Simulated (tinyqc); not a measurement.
Inside a calculation: band-to-band tunnelling across a p-n junction in a two-band chain. Values are carried at full precision from step to step, so a last printed digit may differ when a step is redone from the rounded ones.

Sites alternate A at -Eg/2 and C at +Eg/2 with hopping -t; near the edges, with k counted from the zone boundary pi/a, E^2 = (Eg/2)^2 + (t a k)^2, so t = sqrt(c Eg/m)/a gives the mass m, c = hbar^2/2m0. In the gap cosh(q a) = 1 + (Eg^2/4 - e^2)/(2 t^2), e the energy from the local mid-gap. The potential is V0 = Eg + ov on the p side (left), 0 on the n side, and falls linearly over the 2N sites of the junction, V_j = V0 (1 - j/(2N + 1)), j = 1 to 2N, site 1 being A. E = Eg/2 + x ov. A half chain that ends on a site of level e1 with neighbour e2 has g = (1 + z)/(E - e1), z = exp(-/+ i k a) the root with Im g < 0, cos(k a) = (E - e1)(E - e2)/(2 t^2) - 1. S_L = t^2 g (ending on C, shifted by V0), S_R = t^2 g (starting on A). T = 4 Im(S_L) Im(S_R) |G_(1,2N)|^2.

Constants: hbar^2/2m0 = 3.80998211 eV angstrom^2.

Inputs chosen for the exercise (gap and mass near those of Ge (direct gap); not measured data): Eg = 0.803 eV (gap); m = 0.0414 m0 (mass of electron and light hole); a = 5 angstrom (period (two sites)); ov = 0.43 eV (overlap: top of the valence band on the p side above the conduction edge on the n side); N = 3 (periods in the small junction); x = 0.25 (energy above the n-side conduction edge, as a share of ov).

## Hopping, field and tunnelling length

Form t, V0, E, the field F = V0/((2N + 1) a/2) (1 V/angstrom = 100 MV/cm) and the length Eg/F over which E lies in the gap.

t = 1.7193 eV
V0 = 1.2330 eV
E = 0.5090 eV
F = 7.046 MV/cm
tunnelling length = 11.40 angstrom

So short a junction keeps the matrix small; its field is above the 1 to 3 MV/cm of tunnel diodes.

## Self-energies of the two sides

Form cos(k a) and S for each side.

cos(k a): left -0.938603, right -0.983444

S_L, S_R (eV): [-0.16125-0.90609i, 0.05375-0.58831i]

## Recursive Green function

g_1 = 1/(E - e_1 - S_L); g_j = 1/(E - e_j - t^2 g_(j-1)), with S_R also subtracted at the last site; G_1j = G_1(j-1) (-t) g_j, G_11 = g_1; e_j is the site level plus V_j. The self-energies stand in the order S_L, S_R.

Sweep:
```
j  e_j (eV)       g_j (1/eV)      G_1j (1/eV)
1    0.6554   0.0181-1.1033i   0.0181-1.1033i
2    1.2822  -0.0730-0.2881i   0.5488-0.1296i
3    0.3031   0.4671-0.9429i  -0.2306+0.9937i
4    0.9299  -0.1636-0.2531i  -0.4972+0.1791i
5   -0.0492   0.6334-0.4548i   0.4014-0.5838i
6    0.5776  -0.2586-0.2506i   0.4299-0.0866i
```

T = 0.4101

## WKB for the same field

T = exp(-2 I/F), I = integral of q de across the gap. Continuum: q = sqrt(Eg^2/4 - e^2)/(t a), I = pi Eg^2/(8 t a). Lattice: q from the cosh formula, 12 Gauss-Legendre points in u with e = (Eg/2) sin(u), u from -pi/2 to pi/2. F in V/angstrom is the value in MV/cm over 100.

I (eV/angstrom): continuum 0.029456, lattice 0.029406

T by WKB: continuum 0.4334, lattice 0.4340

The chain gives 0.4101, 0.945 times the lattice WKB value; the exponent is only 0.83, and reflections at the two kinks of the potential count.

## Checks

- G_(1,2N) from the sweep against inversion of the whole matrix (size): both 0.43858.

tinyqc: `OMP_NUM_THREADS=1 python tinyqc.py 1481710 1481711 out.jsonl`; about 0.01 s, one thread, shared Intel(R) Xeon(R) Processor @ 2.30GHz.
